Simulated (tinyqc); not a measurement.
Inside a calculation. Method: empirical pseudopotential in a few plane waves. One step of it, computed by the program tinyqc.

Task: Bloch Hamiltonian at G. Basis: the 15 shortest G (labels in 2 pi/a), the same at every k. H(G,G') = c |k + G|^2 delta + VS(|G-G'|^2) cos((G-G').tau) + i VA sin((G-G').tau), tau = a/8 (1,1,1); 1 Ry = 13.605693 eV.

Parameters chosen for this model: fcc lattice, atoms at +/- a/8 (1,1,1); form factors in rydberg at |G|^2 in units of (2 pi/a)^2:
```
parameter                 value      unit
a                      5.410000  angstrom
VS(3)                 -0.248000        Ry
VS(8)                  0.009000        Ry
VS(11)                 0.034000        Ry
VA(3)                         0        Ry
VA(4)                         0        Ry
VA(11)                        0        Ry
hbar^2/2m (2 pi/a)^2   5.139113        eV
```

k point G (2 pi / a): 0  0  0

Give: H(k) at G.

Result:

H(k) at G (eV), lower triangle:
```
         +0+0+0   -1-1-1   -1-1+1   -1+1-1   -1+1+1   +1-1-1   +1-1+1   +1+1-1
+0+0+0   0.0000
-1-1-1   2.3859  15.4173
-1-1+1  -2.3859   0.0000  15.4173
-1+1-1  -2.3859   0.0000   0.1225  15.4173
-1+1+1  -2.3859  -0.1225   0.0000   0.0000  15.4173
+1-1-1  -2.3859   0.0000   0.1225   0.1225   0.0000  15.4173
+1-1+1  -2.3859  -0.1225   0.0000   0.0000   0.1225   0.0000  15.4173
+1+1-1  -2.3859  -0.1225   0.0000   0.0000   0.1225   0.0000   0.1225  15.4173
+1+1+1   2.3859   0.0000  -0.1225  -0.1225   0.0000  -0.1225   0.0000   0.0000
-2+0+0   0.0000  -2.3859  -2.3859  -2.3859   2.3859   0.3271  -0.3271  -0.3271
+0-2+0   0.0000  -2.3859  -2.3859   0.3271  -0.3271  -2.3859   2.3859  -0.3271
+0+0-2   0.0000  -2.3859   0.3271  -2.3859  -0.3271  -2.3859  -0.3271   2.3859
+0+0+2   0.0000  -0.3271   2.3859  -0.3271  -2.3859  -0.3271  -2.3859   0.3271
+0+2+0   0.0000  -0.3271  -0.3271   2.3859  -2.3859  -0.3271   0.3271  -2.3859
+2+0+0   0.0000  -0.3271  -0.3271  -0.3271   0.3271   2.3859  -2.3859  -2.3859

         +1+1+1   -2+0+0   +0-2+0   +0+0-2   +0+0+2   +0+2+0   +2+0+0
+1+1+1  15.4173
-2+0+0  -0.3271  20.5565
+0-2+0  -0.3271   0.1225  20.5565
+0+0-2  -0.3271   0.1225   0.1225  20.5565
+0+0+2  -2.3859  -0.1225  -0.1225   0.0000  20.5565
+0+2+0  -2.3859  -0.1225   0.0000  -0.1225   0.1225  20.5565
+2+0+0  -2.3859   0.0000  -0.1225  -0.1225   0.1225   0.1225  20.5565
```
